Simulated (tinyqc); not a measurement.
Ionisation constants from two fields.

Inverse problem. alpha_n = an exp(-bn/E). Find bn and an.

alpha_n at 2160 and 3840 kV/cm (1/cm): 35.023222  37182.887

Solution. ln alpha is a straight line in 1/E with slope -bn and intercept ln an.

bn = 3.440e7 V/cm
an = 2.890e8 1/cm

Program tinyqc, `OMP_NUM_THREADS=1 python tinyqc.py 2120103 2120104 out.jsonl`; Intel Xeon 2.30GHz, shared host, one thread, about 0.2 s.
